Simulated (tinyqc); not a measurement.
Brouwer diagram: defect equilibria of an oxide against oxygen pressure (mass action). Computed by tinyqc, a small Python program. Command: `OMP_NUM_THREADS=1 python tinyqc.py 3012712 3012713 out.jsonl brouwer walk`. One thread of a shared host (Intel(R) Xeon(R) Processor @ 2.30GHz), about 0.01 s of CPU time with the checks.

Defects: oxygen vacancies V (charge +2), electrons n, holes p, the ionic partner X = O_i'' (charge -2), and the dopant. Activities are taken equal to concentrations.

Inputs (values chosen for the exercise, for a model oxide):
```
quantity                  value             unit
reduction enthalpy H_r     5.23               eV
prefactor K_r0          4.9e+67  cm^-9 atm^(1/2)
gap E_g                    2.66               eV
prefactor N_c N_v       2.6e+42            cm^-6
disorder enthalpy H_s      3.64               eV
prefactor K_s0          5.5e+44            cm^-6
dopant density N_d      7.7e+17            cm^-3
temperature T              1400                K
```

Ionic disorder: anion Frenkel. Dopant (singly charged, fully ionised): acceptor.

Constants: k_B = 8.617333262e-05 eV/K.

Method:
- K_r = K_r0 exp(-H_r/k_B T) = [V] n^2 P^(1/2); K_i = N_c N_v exp(-E_g/k_B T) = n p; K_s = K_s0 exp(-H_s/k_B T) = [X] [V].
- Neutrality: 2 [V] + p = n + 2 [X] + N_d. With n as the unknown, [V] = K_r/(n^2 P^(1/2)), p = K_i/n, [X] = K_s/[V]; the log ratio is ln(positive/negative).
- The root is found by 60 bisections in ln n between n = 1e-10 and 1e25 cm^-3.
- The slope is d log n / d log P from this row and the one above; the last column names the largest term on each side. Pressures that give more than 3e21 cm^-3 are left out.

K_r = 7.29499e+48 cm^-9 atm^(1/2)

K_i = 6.90868e+32 cm^-6

K_s = 4.33450e+31 cm^-6

Log10 of the densities in cm^-3:
```
log10 P (atm)       n     [V]       p     [X]  slope of n      balance
-28            21.055  20.754  11.785  10.883           -    2 [V] = n
-24            20.388  20.088  12.452  11.549    -0.16676    2 [V] = n
-20            19.719  19.425  13.120  12.212    -0.16708    2 [V] = n
-16            19.045  18.773  13.794  12.864    -0.16857    2 [V] = n
-12            18.345  18.173  14.495  13.463    -0.17504    2 [V] = n
-8             17.556  17.751  15.284  13.886    -0.19722  2 [V] = N_d
-4             16.631  17.600  16.208  14.037    -0.23114  2 [V] = N_d
0              15.682  17.499  17.158  14.138    -0.23736  2 [V] = N_d
```

What follows from these numbers?

Regimes: 2 [V] = n from log P = -28 to -12, where that balance predicts a slope of -1/6 and the table comes as close as -0.167; 2 [V] = N_d from log P = -8 to 0, where that balance predicts a slope of -1/4 and the table comes as close as -0.237. Rows with n or p near or above sqrt(N_c N_v) are degenerate, and n p = K_i is then only nominal.

Extremes, crossings and ranges named in words are read from the listed rows.
